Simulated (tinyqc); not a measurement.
# Free and trapped electrons in a MOS channel with a dense trap tail, step by step

Numbers from tinyqc (`OMP_NUM_THREADS=1 python tinyqc.py 2222033 2222034 out.jsonl`; about 0.03 s on one thread of a shared Intel Xeon 2.30GHz). Printed values are rounded.

p-type body, charge-sheet picture, full ionisation (an idealisation for deep acceptors), Boltzmann statistics for free electrons. e = Ec - EF at the surface. Acceptor-like traps of density D(E) = D0 + De exp(-E/Ew) at depth E below Ec, from 0 to Eu, hold n_t = integral of D(E)/(1 + exp((e - E)/Vt)). psi = Eg - Vt ln(Nv/Na) - e; N_dep = sqrt(2 eps0 eps_r Na (psi - Vt)/q); n_f = sqrt(N_dep^2 + 2 eps0 eps_r Vt Nc exp(-e/Vt)/q) - N_dep; Vg = Vfb + psi + q (N_dep + n_t + n_f)/Cox, Cox = eps0 eox/tox.

Inputs (values chosen for the exercise); band and dielectric values close to those of 4H silicon carbide: temperature T = 250 K; band gap Eg = 3.24 eV; relative permittivity eps_r = 9.53; conduction-band density of states at T Nc = 1.29e19 cm^-3; valence-band density of states at T Nv = 1.89e19 cm^-3; relative permittivity of the insulator eox = 3.9; insulator thickness tox = 32 nm; acceptor density Na = 2.8e16 cm^-3; flat-band voltage without trapped charge Vfb = -2.37 V; constant background density of acceptor-like traps D0 = 2.5e11 cm^-2 eV^-1; density of the tail at the conduction edge De = 3.3e12 cm^-2 eV^-1; decay energy of the tail Ew = 0.07 eV; depth below Ec down to which the traps reach Eu = 0.83 eV; mobility of free electrons mf = 160 cm^2/(V s); Ec - EF at the surface e = 0.022 eV.

Constants: q = 1.602176634e-19 C, kB = 1.380649e-23 J/K, Vt = kB T/q, eps0 = 8.8541878128e-14 F/cm where lengths are in cm. Results are converted to the units shown.

Range of the model: EF lies less than 2 Vt below the band edge, or above it, where degeneracy and confinement, left out, matter.

## Trapped charge

Trapezoid rule on 13 equal steps from 0 to Eu, f = 1/(1 + exp((e - E)/Vt)).

```
point     E (eV)  D(E) f (cm^-2 eV^-1)
0              0            9.40019e11
1      0.0638462            1.37801e12
2       0.127692            7.76708e11
3       0.191538            4.63703e11
4       0.255385            3.35906e11
5       0.319231            2.84509e11
6       0.383077            2.63862e11
7       0.446923            2.55568e11
8       0.510769            2.52237e11
9       0.574615            2.50898e11
10      0.638462            2.50361e11
11      0.702308            2.50145e11
12      0.766154            2.50058e11
13          0.83            2.50023e11
```

n_t = 3.57985e11 cm^-2

With 1600 steps n_t = 3.660e11 cm^-2; the coarse value is 2.2 % below it.

## Charges and gate voltage

psi, N_dep, n_f and Vg as defined, with the n_t given; free share n_f/(n_f + n_t); apparent mobility mf n_f/(n_f + n_t); gate voltage spent on traps q n_t/Cox.

psi = 3.07765 V
N_dep = 9.49389e11 cm^-2
n_f = 4.49052e11 cm^-2
Vg = 3.31547 V
free share = 55.6421 %
apparent mobility = 89.0274 cm^2/(V s)
gate voltage spent on traps = 0.531510 V
